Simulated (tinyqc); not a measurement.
# MOS inversion layer, Poisson-Schroedinger loop: effect of the sheet density of electrons

Electrons confined at an insulator interface at z = 0, treated as a hard wall; parabolic valleys, Hartree approximation, no image or exchange terms. The depletion charge lies far deeper than the electrons and gives a uniform field q Nd/(eps0 eps_r); the gate balances all charge. Energies are counted from the band edge at the interface.

Schroedinger equation -(C/mz) psi'' + (V0 + U) psi = E psi, C = hbar^2/(2 m0), psi(0) = 0, on a uniform mesh of 800 nodes with a far wall at 68 nm, 8 levels a set; V0 = q Nd z/(eps0 eps_r); dU/dz = q (Ns - integral of n from 0 to z)/(eps0 eps_r), U(0) = 0; N_k = g md m0 q Vt/(pi hbar^2) ln(1 + exp((EF - E_k)/Vt)), g the number of valleys of the set, sum N_k = Ns. Triangular well: E_k = a_k (C F^2/mz)^(1/3), a_1 = 2.338107, a_2 = 4.087949, C = hbar^2/(2 m0), F in eV/nm. Fang-Howard (all electrons in the lowest level of set A): b^3 = 6 (mz1/C) q (Nd + 11 Ns/32)/(eps0 eps_r), centroid 3/b, level C b^2/(4 mz1) + (3/b) q (Nd + 11 Ns/16)/(eps0 eps_r). The centroid adds 3.9 z_av/eps_r to an oxide-equivalent thickness. Shares under 0.0001 % are printed as 0.

Values chosen for this exercise; masses and permittivity close to those of In0.53Ga0.47As: temperature T = 200 K; relative permittivity eps_r = 14.2; mass along z of valley set A (1 valley(s)) mz1 = 0.0403 m0; in-plane density-of-states mass of set A md1 = 0.0406 m0; sheet density of depletion charge Nd = 3.9e11 cm^-2.

Constants: q = 1.602176634e-19 C, kB = 1.380649e-23 J/K, hbar = 1.054571817e-34 J s, m0 = 9.1093837015e-31 kg, Vt = kB T/q, eps0 = 8.8541878128e-14 F/cm where lengths are in cm, hbar^2/(2 m0) = 0.0380998212 eV nm^2. Results are converted to the units shown.

Effect of the sheet density of electrons:
```
Ns (cm^-2),A1 (meV),A2 (meV),EF (meV),share of A1 (%),share of A2 (%),centroid z_av (nm),added oxide equivalent (nm),Fang-Howard centroid (nm)
1e11,75.3,127,58.5,93.9,5.49,9.13,2.51,9.23
1.7e11,80.9,134,75.4,93.7,5.74,8.98,2.47,9.06
3.1e11,91.8,147,101,93.0,6.33,8.72,2.39,8.76
5.3e11,108,166,133,91.8,7.45,8.40,2.31,8.36
9.4e11,135,201,184,89.0,9.97,8.01,2.20,7.76
1.6e12,175,252,255,84.5,14.1,7.64,2.10,7.08
2.9e12,244,347,377,77.8,19.6,7.19,1.98,6.22
5e12,340,482,551,71.6,23.5,6.72,1.85,5.41
```

What does the table show?

As Ns goes from 1e11 to 5e12, A1 rises from 75.3 to 340 meV, the share of A1 falls from 93.9 to 71.6 % and the centroid falls from 9.13 to 6.72 nm. A1 goes as Ns^(0.61) between the last two rows (a triangular well in the field of that charge alone gives 2/3). EF lies more than 2 meV above A1 for Ns = 3.1e11, 5.3e11, 9.4e11, 1.6e12, 2.9e12, 5e12. The Fang-Howard centroid is 1.1 % above the full one in the first row, where A1 holds 93.9 %, and 20 % below it in the last, where A1 holds 71.6 %. For Ns = 1.6e12, 2.9e12, 5e12 the energies exceed 0.25 eV, where non-parabolicity matters for so light a mass.

Numbers from tinyqc (`OMP_NUM_THREADS=1 python tinyqc.py 2160076 2160077 out.jsonl`; about 0.5 s on one thread of a shared Intel Xeon 2.30GHz).
